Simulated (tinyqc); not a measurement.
Inside a calculation: k.p theory built from an empirical-pseudopotential calculation at Gamma. Values are carried at full precision from step to step, so a last printed digit may differ when a step is redone from the rounded ones.

Empirical pseudopotential on the fcc lattice, atoms at +/- tau, tau = a (1,1,1)/8, no spin-orbit coupling. H(G,G') = c (2 pi/a)^2 |k + G|^2 delta + VS(q) cos(q.tau) + i VA(q) sin(q.tau), q = G - G', c = hbar^2/2m0; k and G in units of 2 pi/a; VS at |q|^2 = 3, 8, 11 and VA at 3, 4, 11, in rydberg, zero elsewhere. The basis is fixed: all 59 G with |G|^2 up to Gcut. Energies are counted from the fourth level at Gamma.

Constants: hbar^2/2m0 = 3.80998211 eV angstrom^2; Ry = 13.60569312 eV.

Values chosen for the exercise (near those of Ge; not measured data):
- a = 5.647 angstrom (lattice constant)
- VS = (-0.232, 0.011, 0.062) Ry (symmetric form factors)
- VA = (0, 0, 0) Ry (antisymmetric form factors)
- Gcut = 12 (2 pi/a)^2 (largest |G|^2 of the fixed basis)

## Levels at Gamma

Diagonalise H at k = 0 and group equal levels.

Multiplets at Gamma:

| multiplet | degeneracy | E (eV) |
|---|---|---|
| 1 | 1 | -12.0242 |
| 2 | 3 | 0.0000 |
| 3 | 1 | 1.3881 |
| 4 | 3 | 3.5512 |
| 5 | 1 | 6.8295 |
| 6 | 2 | 8.1676 |
| 7 | 3 | 12.1866 |
| 8 | 1 | 13.5843 |
| 9 | 3 | 26.4700 |

The lowest empty multiplet is a singlet at 1.388 eV; the lowest empty singlet (s-like) is multiplet 3.

## Mass of the s-like conduction level (multiplet 3)

For a multiplet A of d_A states, W(B) = (4 c/(3 d_A)) sum over n in A, m in B and i = x, y, z of |<n|G_i|m>|^2 (G in 1/angstrom, <n|G_i|m> = sum_G c_n(G)* G_i c_m(G)); the mean inverse mass of A is 1 + sum_B W(B)/(E_A - E_B). Multiplets with W = 0 are left out.

List the couplings (the first eight at most); W to the valence triplet is the Kane energy Ep.

Couplings:

| multiplet B | degeneracy | E_B (eV) | W (eV) | W/(E_A - E_B) |
|---|---|---|---|---|
| 2 | 3 | 0.0000 | 20.1001 | 14.4798 |
| 7 | 3 | 12.1866 | 0.2073 | -0.0192 |
| 10 | 3 | 27.0595 | 0.4634 | -0.0181 |
| 16 | 3 | 42.0032 | 0.0167 | -0.0004 |
| 23 | 3 | 43.8686 | 0.0059 | -0.0001 |
| 25 | 3 | 49.2096 | 0.0080 | -0.0002 |

sum over the higher multiplets = 0
1/m = 15.4418

Ep = 20.10 eV. The valence triplet gives 14.48, all other levels together -0.04; m = 0.0648, against 0.0646 for two levels alone.

## Valence parameters

Fold all other levels onto the valence triplet: D(u) = c + 4 c^2 sum_m <n|u.G|m><m|u.G|n'>/(0 - E_m), in units of c. Along [100] its eigenvalues are L (once) and M (twice); along [111] (L + 2M + 2N)/3 (once) and (L + 2M - N)/3 (twice). Then g1 = -(L + 2M)/3, g2 = -(L - M)/6, g3 = -N/6.

eigenvalues along [100]: -15.281  -2.942  -2.942

eigenvalues along [111]: -18.690  -1.238  -1.238

L, M, N: -15.281  -2.942  -17.452

g1, g2, g3: 7.055  2.056  2.909

With spin-orbit coupling added at fixed g1, g2, g3 and large against the hole energy these give heavy and light masses along [100] of 0.340 and 0.090. The s-like level alone adds Ep/(3E) = 4.83 to g1. Local form factors fix Ep and the gap only roughly, so these values can lie far from measured ones.

## Checks

- 1/m of the s-like level from the sum against the curvature of the band: both 15.44.
- L and M against the curvatures along [100]: largest relative difference 2.1e-06.

tinyqc: `OMP_NUM_THREADS=1 python tinyqc.py 1080778 1080779 out.jsonl`; about 0.3 s, one thread, shared Intel(R) Xeon(R) Processor @ 2.30GHz.
